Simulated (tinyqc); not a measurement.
Undoped symmetric double-gate MOSFET, analytic potential model: two steps of the calculation.

An undoped body of thickness ts between two equal insulators and tied gates; long channel, electrons only, n = ni exp((psi - V)/Vt) with V the quasi-Fermi potential (0 at the source, Vd at the drain), constant mobility, no quantisation. Across the body psi(x) = V - 2 Vt ln[(ts/(2 beta)) sqrt(q ni/(2 eps0 eps_r Vt)) cos(2 beta x/ts)], x from the centre. Q is the electron charge per area of the whole body.

Parameters, values chosen for the exercise; material values close to those of silicon:
```
symbol  value  unit                                     meaning
T         293     K                                 temperature
eps_r    11.7        relative permittivity of the semiconductor
ts         15    nm                              body thickness
Vg       0.49     V                                gate voltage
```

Constants: q = 1.602176634e-19 C, kB = 1.380649e-23 J/K, Vt = kB T/q, eps0 = 8.8541878128e-14 F/cm where lengths are in cm. Results are converted to the units shown.

Problem 1. beta at the source by Newton steps in z = ln(tan beta). With V = 0, t = exp(z), beta = arctan(t): f = ln(beta) + (1/2) ln(1 + t^2) + 2 r beta t - (Vg - V0)/(2 Vt); with c = t/(1 + t^2), df/dz = c/beta + t c + 2 r t (c + beta); z(new) = z - f/(df/dz).

z after iteration 1 = 0.40916619
r = 0.32154255
V0 = 0.43343871 V

Give: beta; f; df/dz; z after iteration 2.

Solution 1.

beta = 0.9845
f = 0.4094
df/dz = 2.561
z after iteration 2 = 0.2493

Problem 2. Potential and electron density across the body at the source. psi(x) as above with V = 0 and beta = beta_s; n = ni exp(psi/Vt).

| point | x/ts |
|---|---|
| 0 | 0 |
| 1 | 0.1 |
| 2 | 0.2 |
| 3 | 0.3 |
| 4 | 0.4 |
| 5 | 0.45 |
| 6 | 0.5 |

beta_s = 0.90439471
ni = 9.2119306e9 cm^-3

Give: psi; n.

Solution 2.

| point | psi (V) | n (cm^-3) |
|---|---|---|
| 0 | 0.4484 | 4.748e17 |
| 1 | 0.4492 | 4.907e17 |
| 2 | 0.4517 | 5.428e17 |
| 3 | 0.4562 | 6.474e17 |
| 4 | 0.4629 | 8.452e17 |
| 5 | 0.4673 | 1.007e18 |
| 6 | 0.4727 | 1.242e18 |

The density at the surface is 2.62 times that at the centre (1/cos^2 beta).

Computed by the program tinyqc: `OMP_NUM_THREADS=1 python tinyqc.py 2440087 2440088 out.jsonl`, one thread of a shared Intel Xeon 2.30GHz, about 0.02 s for the whole run.
